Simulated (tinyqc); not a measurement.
Heterojunction of two tight-binding chains: one step. Self-energies on the last left site. Four cases, with inputs chosen for the exercise.

Question. Hoppings t1 (left), t2 (right), tc (interface); g is the surface Green function of a half chain. The rest of the left chain gives S1 = t1^2 g1 = -t1 exp(i k1 a); the right chain gives S2 = tc^2 g2 = -(tc^2/t2) exp(i k2 a).

Give: S1; S2.

Case 1.

ka (rad): left 0.3823885, right 0.0869615

t1 = 2.983775 eV
t2 = 1.455500 eV
tc = 2.459071 eV

Answer.

S1 = -2.76827-1.11336i eV
S2 = -4.13891-0.36084i eV

Case 2.

ka (rad): left 0.7200128, right 0.2926154

t1 = 1.196602 eV
t2 = 0.988066 eV
tc = 1.087346 eV

Answer.

S1 = -0.89960-0.78903i eV
S2 = -1.14574-0.34517i eV

Case 3.

ka (rad): left 0.3792216, right 0.1215814

t1 = 2.146469 eV
t2 = 1.693325 eV
tc = 1.906481 eV

Answer.

S1 = -1.99397-0.79462i eV
S2 = -2.13062-0.26033i eV

Case 4.

ka (rad): left 0.3240041, right 0.2992823

t1 = 5.669616 eV
t2 = 3.261971 eV
tc = 4.300479 eV

Answer.

S1 = -5.37462-1.80501i eV
S2 = -5.41759-1.67160i eV

Computed by tinyqc, one run a case: `OMP_NUM_THREADS=1 python tinyqc.py N N+1 out.jsonl` with N = 1452087, 1452337, 1452608, 1452807; one thread of a shared Intel(R) Xeon(R) Processor @ 2.30GHz, about 0.01 s a run at most.
